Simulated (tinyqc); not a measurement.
Admittance spectroscopy of a deep trap: one step of the calculation.

Schottky contact on an n-type layer with shallow donors Nd (all ionised) and a donor-like deep trap, neutral when filled and positive when empty; depletion approximation. Traps within lam of the depletion edge stay filled. The traps at xt = W - lam, where the level crosses the Fermi level, follow a slow signal and not a fast one. w = 2 pi f.

Question. Widths and limiting capacitances. lam = sqrt(2 eps0 eps_r (EF - ET)/(q Nd)), EF - ET = Et - (kB T/q) ln(Nc(T)/Nd), Nc(T) = Nc (T/300 K)^1.5. In the steady state at the band bending V, 2 eps0 eps_r V/q = Nd W^2 + Nt (W - lam)^2 (the second term only if W > lam). V = Vbi + Vr. C_HF = eps0 eps_r/W, C_LF = eps0 eps_r (Nd + Nt)/(Nd W + Nt xt).

Parameters, values chosen for the exercise; material values those of a made-up semiconductor:
```
symbol    value   unit                                      meaning
eps_r      11.2                               relative permittivity
Nc      4.87e17  cm^-3   conduction-band density of states at 300 K
Nd       2.4e16  cm^-3                        shallow donor density
Vbi        0.76      V                             built-in voltage
Et         0.39     eV  depth of the trap below the conduction edge
Nt       8.9e15  cm^-3                                 trap density
Vr            0      V                                 reverse bias
T           325      K                                  temperature
```

Constants: q = 1.602176634e-19 C, kB = 1.380649e-23 J/K, eps0 = 8.8541878128e-14 F/cm where lengths are in cm. Results are converted to the units shown.

Give: lam; W; xt; C_HF; C_LF.

Answer.

lam = 124.9 nm
W = 193.5 nm
xt = 68.65 nm
C_HF = 51.24 nF/cm^2
C_LF = 62.08 nF/cm^2

The step is 21.1 % of C_HF.

Numbers from tinyqc (`OMP_NUM_THREADS=1 python tinyqc.py 2050156 2050157 out.jsonl`; about 0.01 s on one thread of a shared Intel Xeon 2.30GHz).
